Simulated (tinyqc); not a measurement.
Convergence with the mesh: density of states of one tight-binding band on the simple cubic lattice.

E(k) = -2 t (c1 + c2 + c3) - 4 t2 (c1 c2 + c2 c3 + c3 c1) with ci = cos(2 pi ki); k in fractions of the reciprocal vectors, mesh k_i = j/N with j = 0 .. N-1. Densities are per cell and per spin, so the band holds one state.

Each cube of the mesh, corners numbered 0 to 7 as the binary number (i j l), is cut into six tetrahedra around the diagonal 0-7: 0137, 0157, 0237, 0267, 0457, 0467. For corner energies e1 <= e2 <= e3 <= e4 and eij = ei - ej, the share of the tetrahedron below E is n = (E - e1)^3/(e21 e31 e41) for e1 < E < e2; n = [e21^2 + 3 e21 x + 3 x^2 - (e31 + e42) x^3/(e32 e42)]/(e31 e41) with x = E - e2 for e2 < E < e3; n = 1 - (e4 - E)^3/(e41 e42 e43) for e3 < E < e4; its density of states is g = dn/dE.

Gaussian broadening: g(E) = mean over the mesh of exp(-(E - E_k)^2/(2 sigma^2))/(sigma sqrt(2 pi)), n(E) = mean of erfc((E_k - E)/(sigma sqrt 2))/2.

Values chosen for the exercise:

| symbol | value | unit | meaning |
|---|---|---|---|
| t | 0.58 | eV | nearest hopping |
| t2 | -0.06 | eV | second hopping |
| E | -1.41 | eV | energy at which the density is wanted |
| sigma | 0.174 | eV | Gaussian width |

At the energy E; the plain count is the share of mesh points below E; the reference is the linear method with N = 36.

Results:

| N | points | g linear | n linear | g Gaussian | n Gaussian | n plain count |
|---|---|---|---|---|---|---|
| 4 | 64 | 0.2139 | 0.1072 | 0.2606 | 0.1459 | 0.1094 |
| 6 | 216 | 0.2240 | 0.1369 | 0.2419 | 0.1667 | 0.1528 |
| 8 | 512 | 0.2331 | 0.1490 | 0.2345 | 0.1714 | 0.1699 |
| 12 | 1728 | 0.2444 | 0.1585 | 0.2422 | 0.1714 | 0.1800 |
| 16 | 4096 | 0.2505 | 0.1620 | 0.2452 | 0.1710 | 0.1814 |
| 20 | 8000 | 0.2545 | 0.1636 | 0.2456 | 0.1710 | 0.1689 |

reference n and g: 0.1657  0.2610

What does the comparison show?

The linear n(E) is not yet within 0.002 of the reference at the last mesh. The Gaussian g stays within 1 % of its last value from N = 16 on; it tends to the broadened curve, not the true one. At the last mesh it lies -0.015 1/eV from the reference g and the linear g -0.007. The plain count errs by +0.0032 at the last mesh.

Run: tinyqc, `OMP_NUM_THREADS=1 python tinyqc.py 1651373 1651374 out.jsonl`; Intel(R) Xeon(R) Processor @ 2.30GHz, one thread, shared host; about 0.2 s of CPU time with all checks.
